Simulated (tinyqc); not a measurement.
Changing the wavelength: surface photovoltage measurement of the minority-carrier diffusion length in a wafer. Computed by tinyqc, a small Python program. Command: `OMP_NUM_THREADS=1 python tinyqc.py 3130140 3130141 out.jsonl spv sweep`. One thread of a shared host (Intel(R) Xeon(R) Processor @ 2.30GHz), about 0.01 s of CPU time with the checks.

Low injection, steady light, a depletion layer much thinner than 1/alpha and L. The excess density dn is taken at the front edge of the neutral region; light that reaches the back is lost.

Inputs (values chosen for the exercise, modelled on p-type silicon at room temperature):
```
quantity                                             value        unit
diffusion length L                                     630  micrometre
wafer thickness W                                      625  micrometre
diffusivity D                                         31.2      cm^2/s
front recombination velocity S_f                      6900        cm/s
back recombination velocity S_b                        110        cm/s
photon flux entering                               6.4e+11  1/(cm^2 s)
minority density at the surface barrier scale n_0  4.8e+08      1/cm^3
temperature T                                          298           K
```

Constants: k_B = 8.617333262e-05 eV/K.

Method:
- alpha = (84.732/lambda - 76.417)^2 per cm with lambda in micrometre (an empirical fit for silicon between 0.7 and 1.05 micrometre).
- Thick wafer: dn = Phi L/((S_f + D/L)(L + 1/alpha)). Finite wafer, with s = S_b L/D, w = W/L, a = alpha L: dn = [Phi a/(a^2 - 1)] [a - B - exp(-alpha W)(a - s)/(cosh w + s sinh w)]/(S_f + B D/L), B = (sinh w + s cosh w)/(cosh w + s sinh w).
- Photovoltage V = (k_B T/e) ln(1 + dn/n_0). Lifetime = L^2/D.

One run for each value:
```
wavelength (nm)  dn, finite wafer (1/cm^3)  penetration depth 1/alpha (micrometre)  dn, thick wafer (1/cm^3)
780                             8.6383e+07                                    9.64                8.5238e+07
811                             8.6040e+07                                   12.70                8.4832e+07
842                             8.5561e+07                                   17.05                8.4261e+07
874                             8.4841e+07                                   23.73                8.3401e+07
905                             8.3792e+07                                   33.76                8.2140e+07
936                             8.2154e+07                                   50.24                8.0151e+07
968                             7.9344e+07                                   80.93                7.6691e+07
999                             7.4161e+07                                  141.73                7.0649e+07
1030                            6.1492e+07                                  292.50                5.9102e+07
```

What does the table show?

Over the rows, dn, finite wafer (1/cm^3) falls from 8.64e7 to 6.15e7 (exponent d ln y / d ln x -0.10 between the first rows and -6.1 between the last); penetration depth 1/alpha (micrometre) rises from 9.64 to 292 (exponent d ln y / d ln x 7.1 between the first rows and 24 between the last); dn, thick wafer (1/cm^3) falls from 8.52e7 to 5.91e7 (exponent d ln y / d ln x -0.12 between the first rows and -5.8 between the last).
